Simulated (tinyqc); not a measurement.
Precursor delivery by bubblers, mass-transport growth and the solid composition of a III-V alloy: one step, computed by the program tinyqc. Command: `OMP_NUM_THREADS=1 python tinyqc.py 3018520 3018521 out.jsonl movpe_thermo walk`. One thread of a shared host (Intel(R) Xeon(R) Processor @ 2.30GHz), about 0.01 s of CPU time with the checks.

1 sccm = 44.615 micromol/min; 1 torr = 133.322 Pa. The sources decompose fully at the surface.

Problem. Bubblers. log10 p_v = a - b/T_bath; molar flow = F x 44.615 x p_v/(p_b - p_v) for a saturated bubbler.

Inputs (values chosen for the exercise, modelled on trimethylgallium (source 1) and trimethylindium (source 2) for the vapour pressures):
```
quantity              value  unit
bath temperature T1     273     K
bath temperature T2     288     K
bubbler pressure p_b   1400  torr
carrier flow F1          39  sccm
carrier flow F2          35  sccm
```

constants a, b of source 1 (log10 torr, K): 8.091  1703

constants a, b of source 2 (log10 torr, K): 10.53  3014

Give: vapour pressure 1; molar flow 1; vapour pressure 2; molar flow 2.

Solution.

vapour pressure 1 = 71.270 torr

molar flow 1 = 93.328 micromol/min

vapour pressure 2 = 1.1607 torr

molar flow 2 = 1.2957 micromol/min

One kelvin of bath error changes flow 1 by 5.5 % and flow 2 by 8.4 %.
